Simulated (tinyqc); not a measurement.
Liquidus of a compound AB in a simple-solution melt, liquid-phase epitaxy and vapour pressures: one step, computed by the program tinyqc.

x is the atom fraction of B in the melt. The melt is a simple solution: R T ln gamma_B = W (1 - x)^2, R T ln gamma_A = W x^2, W = a + b T. The solid AB is stoichiometric.

Question. Layer thickness. Semi-infinite melt (Hsieh): step d = 2 dT sqrt(D t/pi)/(C_S m); ramp d = (4/3) c sqrt(D/pi) t^(3/2)/(C_S m); supercooling is their sum. A melt of depth w can give at most w (undercooling)/(C_S m).

Inputs (values chosen for the exercise, modelled on InAs for the melt):
```
quantity                     value    unit
saturation temperature T       979       K
step dT                        5.5       K
cooling rate c                 0.2   K/min
growth time t                    8     min
diffusivity in the melt D  2.1e-05  cm^2/s
melt depth w                   9.8      mm
```

Growth programme: ramp cooling.

C_S = 1.799170e+22 1/cm^3

slope m = 3.438111e-20 K cm^3

Give: thickness d; largest thickness from this melt; sqrt(D t)/w.

Answer.

thickness d = 1.9535 micrometre

largest thickness from this melt = 25.349 micrometre

sqrt(D t)/w = 0.10245

The layer uses 8 % of what the melt could give.
